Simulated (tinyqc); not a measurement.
The first four gaps: longitudinal sound in a periodic multilayer: transfer matrices, stop bands and folded phonons. Computed by tinyqc, a small Python program. Command: `OMP_NUM_THREADS=1 python tinyqc.py 3008710 3008711 out.jsonl multilayer walk`. One thread of a shared host (Intel(R) Xeon(R) Processor @ 2.30GHz), about 0.01 s of CPU time with the checks.

Layers 1 and 2 repeat with period d = d_1 + d_2; waves travel normal to the layers, without loss. State vector (u, s): displacement u and stress divided by omega. Impedances Z = rho v are in 1e6 kg/(m^2 s).

Inputs (values chosen for the exercise, modelled on silica (layer 1), hafnia (layer 2) and gallium arsenide (substrate)):
```
quantity            value    unit
density rho_1        2.21  g/cm^3
velocity v_1         5970     m/s
thickness d_1         291      nm
density rho_2        9.67  g/cm^3
velocity v_2         5550     m/s
thickness d_2        98.8      nm
substrate density    5.38  g/cm^3
substrate velocity   4650     m/s
```

Method:
- Z = rho v; interface reflection r = (Z_2 - Z_1)/(Z_2 + Z_1) (stress amplitude, from 1 into 2); Bragg frequency f_B = 1/[2 (d_1/v_1 + d_2/v_2)]; long-wave velocity v_eff = d/sqrt[(d_1/v_1)^2 + (d_2/v_2)^2 + (Z_1/Z_2 + Z_2/Z_1)(d_1/v_1)(d_2/v_2)].
- A layer maps (u, s) by [[cos p, sin p/Z], [-Z sin p, cos p]], p = 2 pi f d_i/v_i; one period is M = M_2 M_1, and cos(q d) = trace(M)/2.
- Gap m contains m f_B; its edges, where trace(M)/2 = (-1)^m, are found by root search. Weak-contrast estimate of the width: (4 f_B/pi) |r sin(m pi a)|, a = (d_1/v_1)/(d_1/v_1 + d_2/v_2).

Bragg frequency f_B = 7.51365 GHz

Z_1 = 13.1937

Z_2 = 53.6685

interface reflection r = 0.605347

Stop bands (GHz):
```
m  lower edge  upper edge   width  weak-contrast estimate
1       4.778       9.340  4.5615                  4.3140
2      12.181      18.075  5.8944                  5.7561
3      21.168      24.772  3.6041                  3.3665
4      29.180      30.551  1.3707                  1.2642
```

What does the comparison show, and why?

With a = 0.732, gap 2 is the widest and gap 4 the narrowest; gap m closes when m a is a whole number. The weak-contrast estimate misses the first width by -5.4 % at |r| = 0.61. Odd gaps open at the edge of the folded zone (q = pi/d), even ones at its centre.
